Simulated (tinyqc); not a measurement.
What moves the results: thin-film optics by transfer matrices. A value that a table varies takes the place of the one given here.

Indices N = n + i k. Snell: N0 sin(theta) = N_j sin(theta_j), with Im(N_j cos theta_j) >= 0. Admittance y_j = N_j cos theta_j for s and N_j/cos theta_j for p. Phase delta_j = 2 pi N_j cos theta_j d_j/lambda. Layer matrix [[cos delta, -i sin delta/y], [-i y sin delta, cos delta]], multiplied from the top down to M. (B, C) = M (1, y_sub); r = (y0 B - C)/(y0 B + C), R = |r|^2, T = 4 Re y0 Re y_sub/|y0 B + C|^2, absorbed in the films 1 - R - T.

Ellipsometry: rho = tan(Psi) exp(i Delta) = -conj(r_p/r_s) with the r of the admittance formula, Delta in 0 to 360 degrees, so that a bare dielectric at small angles gives Delta = 180.

Parameters, chosen for this exercise (indices near those of HfO2, SiO2 on Si; the results hold for these values, not for the real material): lam = 193 nm (vacuum wavelength); n0 = 1 (ambient index); n = (2.848, 1.544, 0.877) (n of HfO2, SiO2, substrate); k = (0.595, 0, 2.717) (k in the same order); d = (16.4, 11.2) nm (thicknesses, top first); theta = 65 degrees (angle of incidence); pol = p (polarisation).

## Swing curve: thickness of the top film

The first entry of d takes the values listed.

Stack:
```
d_1 (nm)       R       T  absorbed
16.4      0.1454  0.1583    0.6963
22.3      0.1725  0.1300    0.6975
28.3      0.1332  0.1102    0.7566
34.2      0.0541  0.0898    0.8561
40.2      0.0048  0.0687    0.9265
46.1      0.0080  0.0520    0.9400
52.0      0.0322  0.0402    0.9276
58.0      0.0466  0.0318    0.9216
63.9      0.0408  0.0255    0.9337
69.9      0.0254  0.0201    0.9545
75.8      0.0166  0.0157    0.9677
81.8      0.0185  0.0122    0.9693
87.7      0.0250  0.0096    0.9654
```

R swings between 0.0048 and 0.1725 on these points. The period is lambda/(2 Re(N_1 cos theta_1)) = 35.6 nm, six rows. The swing shrinks from 0.1677 in the first period to 0.0300 in the second, as the film absorbs the wave that returns from below. The swing ratio (max - min)/mean is 3.02.

## Angle of incidence

Both polarisations.

Stack:
```
theta (degrees)     R_s     R_p    Psi   Delta
0                0.4917  0.4917  45.00  180.00
15               0.4978  0.4762  44.36  180.37
30               0.5190  0.4276  42.23  181.87
45               0.5635  0.3390  37.80  185.72
55               0.6135  0.2529  32.70  191.04
60               0.6467  0.2013  29.16  195.41
65               0.6864  0.1454  24.72  202.18
70               0.7333  0.0896  19.26  214.35
75               0.7880  0.0463  13.63  242.17
80               0.8507  0.0523  13.92  299.42
85               0.9215  0.2240  26.25  339.19
```

R_s and R_p agree at normal incidence (0.4917). R_p is lowest at 75 degrees of those listed (0.0463), where R_s = 0.7880; the top film absorbs, so there is only a pseudo-Brewster minimum. R_s rises steadily with the angle.

## Sensitivity of the reflectance

R for both polarisations. Each row changes one parameter from the base and keeps the others.

Results:
```
case                          R_s     R_p     T_s
base                       0.6864  0.1454  0.0358
d = (21.4, 11.2) nm        0.7282  0.1720  0.0276
n = (2.905, 1.544, 0.877)  0.7031  0.1603  0.0340
k = (0.595, 0, 2.999)      0.6818  0.1421  0.0328
lam = 198 nm               0.6765  0.1395  0.0377
theta = 70 degrees         0.7333  0.0896  0.0298
```

The largest shifts from the base row, up to three for each result and ties (the steps differ in size, so this ranks the rows, not the parameters). R_s: theta +0.0469, d +0.0418, n +0.0167. R_p: theta -0.0558, d +0.0266, n +0.0149. T_s: d -0.0082, theta -0.0060, k -0.0030.

Run: tinyqc, `OMP_NUM_THREADS=1 python tinyqc.py 1650121 1650122 out.jsonl`; Intel(R) Xeon(R) Processor @ 2.30GHz, one thread, shared host; about 0.01 s of CPU time with all checks.
